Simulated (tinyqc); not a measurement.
AlGaN/GaN HEMT with access regions, lumped model: one step of the calculation.

A polarisation-induced electron sheet under a Schottky gate, in series with two ungated access regions and contacts. Drift law v = mu E/(1 + mu E/vs) under the gate. Currents in mA/mm, resistances in ohm mm. No self-heating, no channel-length modulation; fits for polarisation, barrier and offset are chosen for the exercise.

Task. On-resistance and breakdown. sigma = (5e13 x + 1.6e13 x^2) cm^-2, phiB = 0.84 + 1.3 x, dEc = 0.7 (1.71 x + x^2) in volts, Cb = eps0 eps_r/d, VT = phiB - dEc - q sigma/Cb, access density n0 = -Cb VT/q. Ron = 2 Rc + Ls/(q mu n0) + Ld/(q mu (1 - ft) n0) + Lg/(mu Cb (Vg - VT)). Off state: a depleted stretch that holds the voltage V has the peak field sqrt(k V), k = 2 q n0/(eps0 eps_r te), so one edge holds V1 = Ec^2/k. The sheet under the plate pinches off at Vf = q n0 (1/Cb + tf/(eps0 ei)); beyond it the gate edge is screened. BV = V1 if Vf >= V1, else Vf + V1, and at most Ec Ld. Specific resistance Ron (Ls + Lg + Ld); figure of merit BV^2 over it.

Inputs (values chosen for the exercise); values close to those of AlGaN/GaN structures: aluminium share of the barrier x = 0.19; barrier thickness d = 30 nm; relative permittivity of barrier and channel eps_r = 9.4; channel mobility mu = 1600 cm^2/(V s); saturation velocity vs = 1.4e7 cm/s; gate length Lg = 0.5 um; source access length Ls = 1.5 um; drain access length Ld = 2 um; resistance of each contact Rc = 0.21 ohm mm; share of the drain-access electrons removed by traps ft = 0; gate voltage Vg = 0.5 V; critical field Ec = 3.2 MV/cm; depth over which the depleted charge spreads te = 0.29 um; insulator under the field plate tf = 500 nm; relative permittivity of that insulator ei = 3.9.

Constants: q = 1.602176634e-19 C, eps0 = 8.8541878128e-14 F/cm where lengths are in cm. Results are converted to the units shown.

Find: Ron; Vf; V1; BV; specific resistance; figure of merit.

Result.

Ron = 2.207 ohm mm
Vf = 205.3 V
V1 = 89.35 V
BV = 89.35 V
specific resistance = 0.08828 mohm cm^2
figure of merit = 90.43 MW/cm^2

The plate pinches off too late to screen the gate edge, so it adds nothing.

Numbers from tinyqc (`OMP_NUM_THREADS=1 python tinyqc.py 2570109 2570110 out.jsonl`; about 0.03 s on one thread of a shared Intel Xeon 2.30GHz).
